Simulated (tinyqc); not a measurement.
Comparisons within one model: three-band (Emery) model of a CuO2 plane downfolded to one band. A value that a table varies takes the place of the one given here.

Electron picture, d at 0 and the oxygen p orbitals at -D; sx = sin(kx a/2), sy = sin(ky a/2). H = [[0, 2 tpd sx, -2 tpd sy], [., -D, -4 tpp sx sy], [., ., -D]], real and symmetric. The top (antibonding) band crosses the Fermi level.

One-band form E = e0 - 2t (cos kx + cos ky) - 4t' cos kx cos ky - 2t'' (cos 2kx + cos 2ky) - 4t''' (cos 2kx cos ky + cos kx cos 2ky), k in 1/a. Each hopping is minus the mean of E cos(m kx) cos(n ky) over a 12 x 12 mesh, k = (j + 1/2) 2 pi/12.

Inputs chosen for the exercise (out of a larger set: of the size used for cuprate planes; not measured data): D = 1.6 eV (ed - ep); tpd = 1.41 eV (d-p hopping); tpp = 0.74 eV (p-p hopping).

## Ways to reach one band

e0, t, t', t'', t''' (eV): 2.52658  0.56907  -0.03294  0.06295  0.00082

k in pi/a. Second order: 4 tpd^2 (sx^2 + sy^2)/D. Downfolded at a fixed energy: h(E0) = V (E0 - H_pp)^-1 V^T at E0 = the exact level at (1/2,1/2), then linearised, E = E0 + Z (h(E0) - E0), Z = 1/(1 + |(E0 - H_pp)^-1 V^T|^2). Fourier: all four hoppings.

Top band (eV):
```
k,exact,second order,linearised,Fourier
"(0,0)",0.0000,0.0000,0.0000,0.1237
"(1/2,0)",1.3485,2.4851,1.2316,1.3917
"(1,0)",2.1313,4.9703,2.1000,2.1430
"(1,1/2)",3.6810,7.4554,3.4971,3.6615
"(1,1)",4.7256,9.9405,3.7044,4.6893
"(3/4,3/4)",4.1768,8.4847,3.6823,4.2020
"(1/2,1/2)",2.7606,4.9703,2.7606,2.7784
"(1/4,1/4)",1.0506,1.4558,0.8775,0.9829
```

The band is 4.726 eV wide; second order gives 9.940, a factor 2.10, since 2 tpd/D = 1.76 is not small. It also leaves out tpp, which widens the exact band and so lowers this factor; with 4 tpp above D an oxygen level passes the d level at (1,1), where the expansion has no meaning. Linearising about the Fermi region is exact at (1/2,1/2), off by 31.3 meV at (1,0) and 1021 meV at worst, far from E0. The four Fourier hoppings err by at most 124 meV, at (0,0).

## What sets t'/t

tpp is varied; points are in units of pi/a. E(1,0) is the saddle point; the filling is the share of a 40 x 40 mesh, k = (j + 1/2) 2 pi/40, below the saddle energy, times two.

One-band values:
```
tpp (eV),t (eV),t' (eV),t'' (eV),t'/t,"E(1,0) - E(1/2,1/2) (eV)",electrons at the saddle
0.05,0.3804,0.0478,0.0314,0.126,-0.0368,0.950
0.20,0.4160,0.0323,0.0378,0.078,-0.1518,0.915
0.35,0.4545,0.0157,0.0445,0.035,-0.2744,0.875
0.50,0.4962,-0.0021,0.0514,-0.004,-0.4046,0.825
0.65,0.5408,-0.0210,0.0585,-0.039,-0.5427,0.780
0.80,0.5885,-0.0411,0.0660,-0.070,-0.6887,0.750
```

t'/t goes from 0.126 to -0.070. With tpp = 0 the band depends on sx^2 + sy^2 alone and the line through the saddle is a nested square, whatever t' says: terms in (cos kx + cos ky)^2 bring t' and t'' in the ratio two to one, higher powers alter it (first row: 0.0478 and 0.0314 eV), so t' - 2t'', which goes from -0.0150 to -0.1731 eV, measures the rounding. Oxygen hopping lowers the saddle against (1/2,1/2), by 0.689 eV in the last row, so the van Hove filling moves from 0.95 to 0.75 electrons (mesh values, coarse by a few hundredths; the nested square holds exactly 1) and the half-filled Fermi line closes around (1,1).

## What each parameter does

Top band at (1,1), (1,0) and (1/2,1/2) in pi/a, and its d weight at (1/2,1/2). Each row changes one parameter from the base and keeps the others.

Results:
```
case,"E(1,1) (eV)","E(1,0) (eV)","E(1/2,1/2) (eV)",d weight
base,4.7256,2.1313,2.7606,0.5106
D = 1.76 eV,4.6330,2.0741,2.6835,0.5248
tpd = 1.551 eV,5.1193,2.4035,3.0426,0.5097
tpp = 0.814 eV,4.9011,2.1313,2.8340,0.4975
```

The largest shifts from the base row, up to three for each result and ties (the steps differ in size, so this ranks the rows, not the parameters). E(1,1) (eV): tpd +0.3936, tpp +0.1755, D -0.0927. E(1,0) (eV): tpd +0.2722, D -0.0572; unchanged at the printed digits by tpp. E(1/2,1/2) (eV): tpd +0.2819, D -0.0772, tpp +0.0734. d weight: D +0.0142, tpp -0.0131, tpd -0.0010. At (1,0) sy = 0, so tpp does not enter.

tinyqc: `OMP_NUM_THREADS=1 python tinyqc.py 1482331 1482332 out.jsonl`; about 0.03 s, one thread, shared Intel(R) Xeon(R) Processor @ 2.30GHz.
